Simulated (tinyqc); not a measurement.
Junction parameters from two forward currents.

Inverse problem. D(v) = J1 (exp(v/Vt) - 1) + J2 (exp(v/(2 Vt)) - 1). Find J1, J2 and the voltage 2 Vt ln(J2/J1) near which both parts are equal.

Parameters, values chosen for the exercise: temperature T = 300 K.

Constants: q = 1.602176634e-19 C, kB = 1.380649e-23 J/K, Vt = kB T/q. Results are converted to the units shown.

junction voltages (V): [0.29, 0.65]
currents (uA/um): [3.3512875e-6, 0.10316017]

Answer. The current is linear in J1 and J2, so two points give two equations.

J1 = 1.20e-12 uA/um
J2 = 1.20e-8 uA/um
crossover = 0.476 V

Computed by the program tinyqc: `OMP_NUM_THREADS=1 python tinyqc.py 2182090 2182091 out.jsonl`, one thread of a shared Intel Xeon 2.30GHz, about 0.2 s for the whole run.
